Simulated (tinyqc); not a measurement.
## Undoped gate-all-around wire MOSFET, analytic charge model: output curve

An undoped round wire of radius R under an insulator shell and a surrounding gate; long channel, electrons only, n = ni exp((psi - V)/Vt) with V the quasi-Fermi potential (0 at the source, Vd at the drain), constant mobility, no quantisation. The radial Poisson equation gives n(r) = n(0)/(1 - (1 - b) r^2/R^2)^2 with b = Q0/(Q + Q0). Q is the electron charge per area of the wire surface.

ni = sqrt(Nc Nv) exp(-Eg/(2 Vt)), Eg in volts; Cox = eps0 eox/(R ln(1 + tox/R)); Q0 = 4 eps0 eps_r Vt/R; V0 = dphi + Vt ln[8 eps0 eps_r Vt/(q ni R^2)]. Q solves Vg - V0 - V = Q/Cox + Vt ln(Q/Q0) + Vt ln(1 + Q/Q0). I = mu (2 pi R/L)[2 Vt (Qs - Qd) + (Qs^2 - Qd^2)/(2 Cox) + Vt Q0 ln((Qd + Q0)/(Qs + Q0))], with Qs at V = 0 and Qd at V = Vd.

Parameters, values chosen for the exercise; material values those of a made-up semiconductor: temperature T = 293 K; band gap Eg = 0.583 eV; relative permittivity of the semiconductor eps_r = 17.2; conduction-band density of states at T Nc = 1.62e17 cm^-3; valence-band density of states at T Nv = 9.42e18 cm^-3; relative permittivity of the gate insulator eox = 7.33; insulator thickness tox = 1.4 nm; wire radius R = 10 nm; gate work function less that of the intrinsic body dphi = -0.13 V; channel mobility mu = 750 cm^2/(V s); gate length L = 0.1 um; gate voltage Vg = 0.47 V.

Constants: q = 1.602176634e-19 C, kB = 1.380649e-23 J/K, Vt = kB T/q, eps0 = 8.8541878128e-14 F/cm where lengths are in cm. Results are converted to the units shown.

Result of one run:
```
Vd (V)  Qd (nC/cm^2)     Qd/Qs  I (uA)
0.48          0.1109  1.121e-4   66.43
```

What becomes of these results when the drain voltage Vd is changed from 0.48 to 0.22 V, all else the same?

Result of the changed run:
```
Vd (V)  Qd (nC/cm^2)   Qd/Qs  I (uA)
0.22           223.9  0.2263   60.36
```

The whole series:
```
Vd (V)  Qd (nC/cm^2)     Qd/Qs  I (uA)
0.06           754.7    0.7628   24.63
0.11           570.4    0.5766   40.21
0.16           400.4    0.4048   51.62
0.22           223.9    0.2263   60.36
0.27           110.0    0.1112   64.22
0.32           37.42   0.03783   65.87
0.38           5.394  0.005452   66.36
0.43          0.7954  8.040e-4   66.42
0.48          0.1109  1.121e-4   66.43
```

The current rises from 24.6 to 66.4 uA, while the charge at the drain end falls from 0.76 to 1.1e-4 of that at the source. The current first comes within 1 % of its last value at Vd = 0.32 V among the rows. Over the last rows Qd falls by a factor of e for each Vt of drain voltage: the drain end is in weak inversion. In every row the surface density at the source passes 0.3 Nc, where Boltzmann statistics fail. In every row mu V/L, with V the smaller of Vd and Vg - V0, passes 3e6 cm/s, so velocity saturation would lower the current.

Program tinyqc, `OMP_NUM_THREADS=1 python tinyqc.py 2460038 2460039 out.jsonl`; Intel Xeon 2.30GHz, shared host, one thread, about 0.02 s.
